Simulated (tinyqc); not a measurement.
Worked calculation: Pariser-Parr-Pople SCF with singles CI, for the molecule OC1=CC=CC=CC=C1 (SMILES; centres numbered as the heavy atoms are written). One step of it, computed by the program tinyqc.

Problem. Singles CI, singlets. Over the 9 single excitations with the smallest orbital gaps: A = (e_a - e_i) delta + 2 (ia|jb) - (ij|ab), with (pq|rs) = sum c_mp c_mq gamma_mn c_nr c_ns. f = 2/3 w |mu|^2 in atomic units, mu = sqrt2 sum c_ia sum_m c_mi c_ma R_m.

orbital energies (eV): -15.638028  -13.681373  -12.300895  -11.462111  -8.175317  -2.302270  1.628396  1.655205  3.618862

coefficients:
```
         MO1        MO2        MO3        MO4        MO5        MO6        MO7        MO8
1O  0.703515  -0.419799   0.000000   0.488709   0.000000  -0.221947   0.000000  -0.177516
2C  0.520530  -0.025841   0.000000  -0.288052   0.000000   0.479826   0.000000   0.545668
3C  0.285346   0.175488   0.393562  -0.419917  -0.490049   0.046283  -0.323977  -0.322440
4C  0.156318   0.308225   0.465045  -0.106716   0.021620  -0.487530   0.532228   0.010228
5C  0.092753   0.433072   0.358946   0.275820   0.509299  -0.015871  -0.334325   0.315974
6C  0.072063   0.443171   0.000000   0.388071   0.000000   0.490252   0.000000  -0.512748
7C  0.092753   0.433072  -0.358946   0.275820  -0.509299  -0.015871   0.334325   0.315974
8C  0.156318   0.308225  -0.465045  -0.106716  -0.021620  -0.487530  -0.532228   0.010228
9C  0.285346   0.175488  -0.393562  -0.419917   0.490049   0.046283   0.323977  -0.322440

          MO9
1O  -0.096054
2C   0.342666
3C  -0.324564
4C   0.362469
5C  -0.357320
6C   0.380196
7C  -0.357320
8C   0.362469
9C  -0.324564
```

repulsion gamma_rs (eV), lower triangle:
```
           1O         2C         3C         4C         5C         6C         7C         8C
1O  21.500000
2C   8.700754  11.130000
3C   5.785342   7.555865  11.130000
4C   3.774942   4.978935   7.552062  11.130000
5C   3.009127   3.979599   4.978314   7.554751  11.130000
6C   2.804528   3.711199   3.978650   4.978935   7.554751  11.130000
7C   3.009127   3.979599   3.711322   3.979599   4.979854   7.554751  11.130000
8C   3.774942   4.978935   3.979206   3.711199   3.979599   4.978935   7.554751  11.130000
9C   5.785342   7.555865   4.979854   3.979206   3.711322   3.978650   4.978314   7.552062

           9C
9C  11.130000
```

Centres (angstrom, eV; a flat drawing with bonds scaled to 1.40 angstrom):

| centre | x | y | core charge z | W | gamma_rr |
|---|---|---|---|---|---|
| 1O | 2.870000 | 0.000000 | 2 | 33.000000 | 21.500000 |
| 2C | 1.470000 | 0.000000 | 1 | 11.160000 | 11.130000 |
| 3C | 0.935000 | 1.293000 | 1 | 11.160000 | 11.130000 |
| 4C | -0.359000 | 1.829000 | 1 | 11.160000 | 11.130000 |
| 5C | -1.652000 | 1.293000 | 1 | 11.160000 | 11.130000 |
| 6C | -2.188000 | 0.000000 | 1 | 11.160000 | 11.130000 |
| 7C | -1.652000 | -1.293000 | 1 | 11.160000 | 11.130000 |
| 8C | -0.359000 | -1.829000 | 1 | 11.160000 | 11.130000 |
| 9C | 0.935000 | -1.293000 | 1 | 11.160000 | 11.130000 |

Give: singlet CI matrix; singlet excitation energies; oscillator strengths.

Solution.

singlet CI matrix (eV), lower triangle:
```
         5>6      4>6      5>7      5>8      3>6     2>6      5>9     4>7
5>6   0.2022
4>6   0.0000   5.1458
5>7   0.0000  -0.3702   5.4566
5>8  -0.0864   0.0000   0.0000   5.4464
3>6   0.1947   0.0000   0.0000  -0.2731   5.5809
2>6   0.0000  -0.1026  -0.0746   0.0000   0.0000  6.8125
5>9  -0.0061   0.0000   0.0000   0.0061   0.0514  0.0000   6.9739
4>7   0.6481   0.0000   0.0000  -0.1356  -0.0566  0.0000  -0.2837  8.2933
4>8   0.0000  -0.2235   0.1045   0.0000   0.0000  0.2783   0.0000  0.0000

        4>8
4>8  8.0801
```

singlet excitation energies (eV): 0.1425  4.8874  5.2269  5.6834  5.7993  6.7614  6.9198  8.1627  8.4083

oscillator strengths: 0.0001  0.1177  0.0238  1.5600  1.3038  0.0121  0.0115  0.0011  0.0222
